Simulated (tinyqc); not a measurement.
Worked calculation: implant damage, amorphisation by cascade overlap, and solid-phase epitaxial regrowth. Computed by tinyqc, a small Python program that keeps every step. Command: `OMP_NUM_THREADS=1 python tinyqc.py 3111093 3111094 out.jsonl sper walk`. One thread of a shared host (Intel(R) Xeon(R) Processor @ 2.30GHz), about 0.01 s of CPU time with the checks. Intermediate numbers are printed to about 6 digits and carried at full precision; extremes and crossings named in words are read from the listed rows.

Range and width of the damage are inputs. Dynamic annealing enters only through the surviving share f.

Inputs (values chosen for the exercise, modelled on phosphorus ions in germanium): atomic density N = 44.2 1/nm^3; ion Z1 = 15; ion mass M1 = 31 u; target Z2 = 32; target mass M2 = 72.63 u; ion energy E = 44 keV; displacement energy E_d = 14 eV; depth of the damage peak R_d = 30 nm; width of the damage profile s_d = 19 nm; share of defects that survive f = 0.74; critical displaced share x_c = 0.16; dose Q = 3.9e+14 1/cm^2; overlaps needed n = 3; area amorphised by one track A_i = 2.8 nm^2; regrowth prefactor v0 = 3.5e+16 nm/s; regrowth energy E_a = 2.17 eV; anneal temperature = 388 C; rate relative to (100) = 0.04; peak enhancement by the dopant = 2.5; ramp rate = 3.2 K/s.

Constants: a_0 = 0.529177210903 angstrom; e^2/(4 pi eps_0) = 14.39964548 eV angstrom; k_B = 8.617333262e-05 eV/K.

## Damage energy and displacements per ion

Robinson partition: eps = E a M2/(Z1 Z2 (e^2/(4 pi eps_0)) (M1 + M2)), a = 0.8853 a_0/sqrt(Z1^(2/3) + Z2^(2/3)); k = 0.0793 Z1^(2/3) Z2^(1/2) (M1 + M2)^(3/2)/((Z1^(2/3) + Z2^(2/3))^(3/4) M1^(3/2) M2^(1/2)); damage energy T_d = E/(1 + k (eps + 0.40244 eps^(3/4) + 3.4008 eps^(1/6))); displacements nu = 0.8 T_d/(2 E_d).

reduced energy eps = 0.519924

k = 0.242758

damage energy T_d = 22.8412 keV

T_d/E = 0.519119

displacements per ion nu = 652.607

48 % of the energy goes to electrons.

## The amorphous layer

Displaced share x(z) = f nu Q exp(-(z - R_d)^2/(2 s_d^2))/(sqrt(2 pi) s_d N); the layer is amorphous where x > x_c, between R_d -/+ s_d sqrt(2 ln(x_max/x_c)), the upper edge being cut at the surface. Threshold dose Q_c = Q x_c/x_max.

peak displaced share x_max = 0.894710

threshold dose Q_c = 6.97433e+13 1/cm^2

upper edge = 0 nm

lower edge = 65.2533 nm

The layer reaches the surface.

## Damage left below the interface

Displaced atoms per area beyond the lower edge z2: f nu Q (1/2) erfc((z2 - R_d)/(sqrt2 s_d)); they are not removed by regrowth.

share of the damage beyond z2 = 0.0317668

displaced atoms beyond z2 = 5.98304e+15 1/cm^2

## Layer against dose

The formulas are those given above.

Dose series; the last column is f nu Q erfc((z2 - R_d)/(sqrt2 s_d))/2:
```
Q (1/cm^2)    x_max  upper edge (nm)  lower edge (nm)  displaced atoms beyond z2 (1/cm^2)
7.67e+13    0.17596          21.7146          38.2854                         1.22750e+16
1.05e+14    0.24088          12.8128          47.1872                         9.27147e+15
1.74e+14    0.39918           4.3080          55.6920                         7.40758e+15
2.79e+14    0.64006           0.0000          61.6382                         6.45926e+15
4.88e+14    1.11953           0.0000          67.4786                         5.72039e+15
8.37e+14    1.92018           0.0000          72.3577                         5.21242e+15
1.74e+15    3.99178           0.0000          78.1928                         4.70478e+15
3.49e+15    8.00650           0.0000          83.1514                         4.34075e+15
```

A dose 46 times larger moves the lower edge from 38.3 to 83.2 nm, as the root of a logarithm, and the damage beyond it falls by a factor 2.8, since the edge lies on an ever steeper tail. The layer reaches the surface at Q_c exp(R_d^2/(2 s_d^2)) = 2.43e14 per cm^2.

## Overlap model

Gibbons model: a point turns amorphous after n + 1 hits; with y = A_i Q the amorphous share is 1 - exp(-y) sum_(k=0..n) y^k/k!. Doses are set by y.

Amorphous share:
```
y     Q (1/cm^2)  direct impact (n = 0)      given n
0.1  3.57143e+12               0.095163  3.84683e-06
0.3  1.07143e+13               0.259182  2.65811e-04
0.6  2.14286e+13               0.451188  3.35807e-03
1.0  3.57143e+13               0.632121  1.89882e-02
2.0  7.14286e+13               0.864665  1.42877e-01
3.0  1.07143e+14               0.950213  3.52768e-01
5.0  1.78571e+14               0.993262  7.34974e-01
8.0  2.85714e+14               0.999665  9.57620e-01
```

At small y the share grows as y^4; between the first rows the exponent is 3.86.

## Isothermal regrowth

v = v0 x orientation factor x exp(-E_a/(k_B T)) x [1 + (enhancement - 1) exp(-(z - R_d)^2/(2 s_d^2))], T = anneal temperature + 273.15 K; the dopant is taken to follow the damage profile; the lower front moves from the lower edge z2 to the surface, or to the middle (z1 + z2)/2 of a buried layer with upper edge z1; time = int dz/v; the equivalent undoped distance is that time times the undoped velocity.

undoped velocity = 0.0402504 nm/s

distance to regrow = 65.2533 nm

time without enhancement = 1621.18 s

equivalent undoped distance = 34.0163 nm

time with enhancement = 845.117 s

The rate doubles for each 12 K or so near this temperature. Caution: regrowth on (111) is not only slow but leaves twins, which a single velocity does not describe.

## Regrowth during a ramp

On a linear ramp from 200 C regrowth ends at the T_f where int v_undoped dT/(ramp rate) equals the equivalent undoped distance.

temperature at which regrowth ends = 484.108 C

Checks made by the program: tail against quadrature of x(z) N (relative difference below 1e-10).
